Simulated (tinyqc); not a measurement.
Time-dependent dielectric breakdown: cell percolation, Weibull statistics, area scaling and voltage extrapolation: one step, computed by the program tinyqc. Command: `OMP_NUM_THREADS=1 python tinyqc.py 3029254 3029255 out.jsonl tddb walk`. One thread of a shared host (Intel(R) Xeon(R) Processor @ 2.30GHz), about 0.01 s of CPU time with the checks.

The oxide is divided into columns of area a^2, each holding m = t_ox/a cells (m is taken as continuous). A share lambda(t) = (t/t_1)^alpha of the cells is defective, and a column whose cells are all defective breaks down.

Task: Fitting the sample. W = ln(-ln(1 - F_i)) with the median ranks F_i. Least squares in W: W = beta ln t - beta ln t63. Maximum likelihood: solve sum t^b ln t/sum t^b - 1/b = mean of ln t for b, then t63 = (mean of t^b)^(1/b).

Weibull plot:
```
i      t (s)        F_i      ln t          W
1   11008.41  0.0564516   9.30641  -2.845458
2   23106.96  0.1370968  10.04789  -1.914248
3   35985.00  0.2177419  10.49086  -1.404171
4   39987.87  0.2983871  10.59633  -1.037404
5   45242.10  0.3790323  10.71978  -0.741338
6   64726.90  0.4596774  11.07793  -0.485176
7   67905.67  0.5403226  11.12587  -0.252019
8   74197.99  0.6209677  11.21449  -0.030321
9   83094.82  0.7016129  11.32774   0.190094
10  83413.90  0.7822581  11.33157   0.421630
11  86890.91  0.8629032  11.37241   0.686660
12  98957.55  0.9435484  11.50245   1.055834
```

Give: slope by least squares; t63 by least squares; slope by maximum likelihood; t63 by maximum likelihood.

Result:

slope by least squares = 1.6962

t63 by least squares = 69918 s

slope by maximum likelihood = 2.3969

t63 by maximum likelihood = 67011 s

Caution: t_1 is an input here; in a real oxide it changes with thickness at fixed voltage.
